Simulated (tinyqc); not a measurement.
Ferroelectric switching by domains, regions with a spread of times with Merz's law: two steps of the calculation.

A film poled to -Ps gets a pulse V of length t. Field E = V/d, characteristic time tau = t0 exp(Ea/E). The film consists of seven classes of regions, z = -3..3, with weights w_z proportional to exp(-z^2/2) and summing to one, and times tau_z = tau 10^(wd z); the switched share is f = sum w_z [1 - exp(-(t/tau_z)^m)]. P = Ps (2 f - 1).

Parameters, values chosen for the exercise: switchable polarisation Ps = 9 uC/cm^2; time prefactor t0 = 2.7 ns; activation field Ea = 9500 kV/cm; film thickness d = 50 nm; Avrami exponent m = 1; pulse voltage V = 6.4 V; spread of switching times wd = 0.3 decades; pulse length tp = 3000 ns.

Question 1. Field and characteristic time. E = V/d, tau = t0 exp(Ea/E).

Wanted: E; tau.

Answer 1.

E = 1280 kV/cm
tau = 4515 ns

Question 2. Switched share of each class after the pulse. w_z, tau_z and f_z = 1 - exp(-(tp/tau_z)^m); f = sum w_z f_z.

tau = 4514.8479 ns

Find: w_z; tau_z; f_z; f; P after the pulse.

Answer 2.

```
z,w_z,tau_z (ns),f_z
-3,0.004433,568.4,0.9949
-2,0.05401,1134,0.9290
-1,0.2420,2263,0.7344
0,0.3991,4515,0.4855
1,0.2420,9008,0.2832
2,0.05401,1.797e4,0.1537
3,0.004433,3.586e4,0.0802
```

f = 0.5033
P after the pulse = 0.05889 uC/cm^2

Program tinyqc, `OMP_NUM_THREADS=1 python tinyqc.py 2860143 2860144 out.jsonl`; Intel Xeon 2.30GHz, shared host, one thread, about 0.01 s.
